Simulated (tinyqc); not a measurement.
# From elastic Debye temperature back to atomic mass M

Model: Born-von Karman spring model of a cubic crystal with one atom per cell. Computed by tinyqc, a small Python program. Command: `OMP_NUM_THREADS=1 python tinyqc.py 3000608 3000609 out.jsonl springs inv`. One thread of a shared host (Intel(R) Xeon(R) Processor @ 2.30GHz), about 0.1 s of CPU time with the checks.

First neighbours lie at a/2 (1,1,0) (12 of them), second at a (1,0,0) (6), with all permutations and signs; the volume per atom is Omega = a^3/4. Two shells of springs match a real metal only roughly, above all at the zone boundary.

Inputs (values chosen for the exercise, modelled on nickel):
```
quantity                value           unit
lattice constant a       3.52       angstrom
radial spring k1L        2.24  eV/angstrom^2
transverse spring k1T  -0.019  eV/angstrom^2
radial spring k2L       0.057  eV/angstrom^2
transverse spring k2T  -0.028  eV/angstrom^2
```

Lattice: fcc.

Constants: 1 eV/angstrom^3 = 160.2176634 GPa; u = 1.6605390666e-27 kg; hbar = 1.054571817e-34 J s; k_B = 1.380649e-23 J/K.

Method:
- [ij,kl] = (1/(2 Omega)) sum_R K_ij R_k R_l; C11 = [xx,xx], C44 = [xx,yy], C12 = 2 [xy,xy] - C44; B = (C11 + 2 C12)/3; Zener ratio A = 2 C44/(C11 - C12). K(R) = kL n n^T + kT (1 - n n^T).
- rho = M/Omega and v = sqrt(C/rho), with C = C11, C44, C44 along [100]; (C11 + C12 + 2 C44)/2, C44, (C11 - C12)/2 along [110]; (C11 + 2 C12 + 4 C44)/3 and twice (C11 - C12 + C44)/3 along [111].
- Christoffel matrix G_xx = C11 n_x^2 + C44 (1 - n_x^2), G_xy = (C12 + C44) n_x n_y, with eigenvalues rho v^2; v_m^-3 is the mean of v^-3 over three branches and all directions (12 Gauss-Legendre points in cos(theta) times 24 angles phi = (j + 1/2) pi/12); q_D = (6 pi^2/Omega)^(1/3); Theta = hbar v_m q_D/k_B.

Problem. A run gave the result below. Find the atomic mass M, known to lie between 36 and 93 u.

elastic Debye temperature = 427.2611 K

Solution.

Each step takes the trial c = (a f_b - b f_a)/(f_b - f_a), f being the result less the target and a, b, c the logarithms of the listed values; c replaces end b, the old b replaces a if the sign of f changed, and otherwise f_a is halved.

Scan of the range:
```
atomic mass M (u)  elastic Debye temperature (K)
36.0                                     543.908
42.2                                     502.366
49.4                                     464.315
57.9                                     428.881
67.8                                     396.334
79.4                                     366.240
93.0                                     338.404
```

False position (Illinois rule, in the logarithm of the input) inside the bracket:
```
step    end a    end b    trial  elastic Debye temperature (K)
1     57.9000  67.8000  58.3568                        427.200
2     57.9000  58.3568  58.3245                        427.318
3     58.3568  58.3245  58.3400                        427.261
4     58.3245  58.3400  58.3400                        427.261
```

Elastic Debye temperature falls at every point of a 13-point scan of the range (every second point is shown), so one value fits; it is bracketed by 57.9 and 67.8. The scan shows a pure power law with exponent -0.5000, so scaling from any one row also gives the answer directly. Answer: atomic mass M = 58.34 u.
